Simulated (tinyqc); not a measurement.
Atomic layer deposition: Langmuir saturation, growth per cycle and coating of deep features: one step, computed by the program tinyqc. Command: `OMP_NUM_THREADS=1 python tinyqc.py 3026814 3026815 out.jsonl ald walk`. One thread of a shared host (Intel(R) Xeon(R) Processor @ 2.30GHz), about 0.01 s of CPU time with the checks.

Precursor A sticks only on free sites, so a long enough pulse saturates; co-reactant B then frees the sites again.

Problem. The first four cycles. One cycle from coverage th0: pulse A gives th1 = th_s + (th0 - th_s) exp(-(k_a + k_d) t), th_s = k_a/(k_a + k_d); the purge leaves th2 = th1 exp(-k_d t_p); pulse B converts c_B th2 into film and leaves th3 = (1 - c_B) th2. Growth = G c_B th2. Start from th0 = 0.

Inputs (values chosen for the exercise, modelled on aluminium oxide from trimethylaluminium and water):
```
quantity                              value      unit
growth per cycle at saturation G        1.2  angstrom
temperature T                           175         C
pulse time t                          0.013         s
co-reactant completion per pulse c_B   0.99         -
purge time t_p                          1.5         s
```

k_a = 398.9650 1/s

k_d = 1.353289e-04 1/s

Give: Cycles.

Solution.

Cycles:
```
cycle       th0     th1     th2       th3  growth (angstrom)
1      0.000000  0.9944  0.9942  0.009942              1.181
2      0.009942  0.9945  0.9943  0.009943              1.181
3      0.009943  0.9945  0.9943  0.009943              1.181
4      0.009943  0.9945  0.9943  0.009943              1.181
```
